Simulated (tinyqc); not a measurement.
## Coupling ratio and rate constant from the late transient

Inverse problem. Long after the knee a floating-gate cell follows U = Vg - (tox/ag) B/ln(K t). Find K and ag.

Inputs (values chosen for the exercise):
- tox = 9.8 nm (tunnel oxide thickness)
- Vg = 16 V (control-gate voltage)

U at t = 0.004 and 0.4 s (V): 2.2765940  4.2432441
B = 27.371606 V/nm

Solution. 1/(Vg - U) is linear in ln t; the ratio of the two values gives ln(K t_a), and either value gives ag.

K = 2.260e14 1/s
ag = 0.7100

Program tinyqc, `OMP_NUM_THREADS=1 python tinyqc.py 2130098 2130099 out.jsonl`; Intel Xeon 2.30GHz, shared host, one thread, about 0.01 s.
